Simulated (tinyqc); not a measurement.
# Frequency dispersion of an accumulation capacitance by border traps, distributed model, step by step

Program tinyqc, `OMP_NUM_THREADS=1 python tinyqc.py 2202211 2202212 out.jsonl`; Intel Xeon 2.30GHz, shared host, one thread, about 0.3 s. Printed values are rounded.

Traps spread evenly through the insulator exchange electrons with the semiconductor by tunnelling, with tau(x) = t0 exp(2 ka x) at depth x from the interface. The admittance per area Y seen at depth x obeys dY/dx = -Y^2/(i w eps0 eox) + q Nb ln(1 + i w tau)/tau, with Y(0) = i w Cs and w = 2 pi f; the gate sees Y(tox) = G + i w C. Working variable y = Y/(i w), in uF/cm^2. Cox = eps0 eox/tox.

Parameters, values chosen for the exercise; permittivity close to that of silicon dioxide:
- eox = 4.02 (relative permittivity of the insulator)
- tox = 4.5 nm (insulator thickness)
- Cs = 0.91 uF/cm^2 (semiconductor capacitance in accumulation)
- Nb = 7.3e18 cm^-3 eV^-1 (density of border traps)
- ka = 4 1/nm (decay constant of the wave function in the insulator)
- t0 = 4e-9 s (time constant of a trap at the interface)
- f = 1e5 Hz (frequency)
- xe = 1.4 nm (depth down to which the steps are taken)

Constants: q = 1.602176634e-19 C, eps0 = 8.8541878128e-14 F/cm where lengths are in cm. Results are converted to the units shown.

## Scales and lumped estimate

Cox; trap-free value 1/(1/Cox + 1/Cs); response depth d = ln(1/(w t0))/(2 ka), where w tau = 1; lumped estimate: all traps within d act as C_bt = q Nb d placed at d/2, so C = 1/{1/[1/(1/Cs + d/(2 eps0 eox)) + C_bt] + (tox - d/2)/(eps0 eox)}.

Cox = 0.790974 uF/cm^2
trap-free C = 0.423161 uF/cm^2
d = 0.748271 nm
C_bt = 0.0875170 uF/cm^2
lumped C = 0.444763 uF/cm^2

The traps within reach amount to 0.0962 Cs and lie in the first 16.6 % of the insulator.

## Midpoint steps through the active depth

In terms of y: dy/dx = -y^2/(eps0 eox) + s(x), s = q Nb ln(1 + z)/z, z = i w tau. 9 midpoint steps of h = xe/9: y_half = y + (h/2) y'(x, y), y(new) = y + h y'(x + h/2, y_half).

```
point    x (nm)    s (uF/(cm^2 nm))         y (uF/cm^2)
0             0  0.116959-0.000147i  0.910000+0.000000i
1      0.155556  0.116956-0.000510i  0.892715-0.000042i
2      0.311111  0.116923-0.001770i  0.876725-0.000183i
3      0.466667  0.116531-0.006113i  0.861894-0.000672i
4      0.622222  0.112149-0.020029i  0.847933-0.002336i
5      0.777778  0.083347-0.044189i  0.833007-0.007139i
6      0.933333  0.035847-0.040069i  0.812337-0.013652i
7       1.08889  0.011541-0.020908i  0.787549-0.017201i
8       1.24444  0.003428-0.008768i  0.762304-0.018109i
9           1.4  0.000996-0.003318i  0.738032-0.017763i
```

## Capacitance and conductance at the gate

y at xe = 0.738032-0.017763i uF/cm^2

Beyond xe the traps are ignored, so 1/y(tox) = 1/y(xe) + (tox - xe)/(eps0 eox); C = Re y, G/w = -Im y, loss tangent G/(w C).

y at the gate = 0.449320-0.006582i uF/cm^2
C = 0.449320 uF/cm^2
G/w = 0.00658159 uF/cm^2
loss tangent = 0.0146479

A fine integration over the whole insulator gives C = 0.44940 and G/w = 0.006775 uF/cm^2; the coarse G/w is 2.9 % below that. The fine C is 6.2 % above the trap-free value, and the lumped estimate is 1.0 % below the fine result.
